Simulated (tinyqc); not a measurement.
From vertical junction x_j back to anneal budget D t: two-dimensional dopant profile at a mask edge: lateral junction, overlap and effective channel length. Computed by tinyqc, a small Python program. Command: `OMP_NUM_THREADS=1 python tinyqc.py 3017343 3017344 out.jsonl lateral inv`. One thread of a shared host (Intel(R) Xeon(R) Processor @ 2.30GHz), about 0.01 s of CPU time with the checks.

Ions enter for y < 0; the mask (spacer, then gate) covers y > 0. x is the depth. The surface reflects dopant during the anneal.

Inputs (values chosen for the exercise, modelled on a source-drain extension in silicon): dose Q = 8.9e+14 1/cm^2; projected range R_p = 45 nm; vertical straggle = 20 nm; lateral straggle = 18 nm; channel doping C_B = 1.1e+18 1/cm^3.

Method. Widths s_x^2 = (vertical straggle)^2 + 2 D t, s_y^2 = (lateral straggle)^2 + 2 D t. C(x, y) = V(x) (1/2) erfc(y/(sqrt2 s_y)), V(x) = Q/(sqrt(2 pi) s_x) [exp(-(x - R_p)^2/(2 s_x^2)) + exp(-(x + R_p)^2/(2 s_x^2))]; 1 nm = 1e-7 cm. The vertical junction far from the mask solves V(x) = C_B.

Task: A run gave the result below. Find the anneal budget D t, known to lie between 4.7e-12 and 1.3e-11 cm^2.

vertical junction x_j = 166.8751 nm

Result:

Each step takes the trial c = (a f_b - b f_a)/(f_b - f_a), f being the result less the target and a, b, c the logarithms of the listed values; c replaces end b, the old b replaces a if the sign of f changed, and otherwise f_a is halved.

Scan of the range:
```
anneal budget D t (cm^2)  vertical junction x_j (nm)
4.70e-12                                     154.566
5.57e-12                                     160.667
6.60e-12                                     167.393
7.82e-12                                     174.789
9.26e-12                                     182.873
1.10e-11                                     191.888
1.30e-11                                     201.437
```

False position (Illinois rule, in the logarithm of the input) inside the bracket:
```
step        end a        end b        trial  vertical junction x_j (nm)
1     5.57000e-12  6.60000e-12  6.51431e-12                     166.852
2     6.60000e-12  6.51431e-12  6.51799e-12                     166.875
3     6.60000e-12  6.51799e-12  6.51801e-12                     166.875
4     6.51799e-12  6.51801e-12  6.51800e-12                     166.875
```

Vertical junction x_j rises at every point of a 13-point scan of the range (every second point is shown), so one value fits; it is bracketed by 5.57e-12 and 6.60e-12. Answer: anneal budget D t = 6.518e-12 cm^2.
